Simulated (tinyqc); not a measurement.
IGBT as a p-i-n diode in series with a MOS channel, on-state and switching loss: one step of the calculation.

High injection (n = p) in a drift layer from x = -W/2 (anode) to +W/2 (cathode side), recombination only in the layer with lifetime tau, ideal emitters. The channel feeds the cathode side and carries the whole current. Auger recombination, carrier-carrier scattering, emitter losses and the carrier dip under the p body are left out.

Question. Stored charge, losses and the unipolar alternative. Stored charge tau J, turn-off energy Eoff = ks tau J Vdc, loss at half duty 0.5 J Von + f Eoff. A unipolar device on the same layer has Vu = J (W/(q mn Nd) + Rch).

Values chosen for this exercise; material values close to those of silicon:
```
symbol   value        unit                                             meaning
mn        1400  cm^2/(V s)                                   electron mobility
W          130          um                            width of the drift layer
Nd      5.9e13       cm^-3                           doping of the drift layer
tau        1.4          us                             high-injection lifetime
J          150      A/cm^2                                     current density
Rch       0.84   mohm cm^2                 channel and accumulation resistance
Vdc        800           V                                        link voltage
ks        0.13              turn-off energy per stored charge and link voltage
f           20         kHz                                 switching frequency
```

Constants: q = 1.602176634e-19 C. Results are converted to the units shown.

Von = 1.0332129 V

Find: stored charge; Eoff; conduction loss; switching loss; Vu.

Answer.

stored charge = 210.0 uC/cm^2
Eoff = 21.84 mJ/cm^2
conduction loss = 77.49 W/cm^2
switching loss = 436.8 W/cm^2
Vu = 147.5 V

Both losses would be equal at f = 3.55 kHz.

Computed by the program tinyqc: `OMP_NUM_THREADS=1 python tinyqc.py 2590133 2590134 out.jsonl`, one thread of a shared Intel Xeon 2.30GHz, about 0.01 s for the whole run.
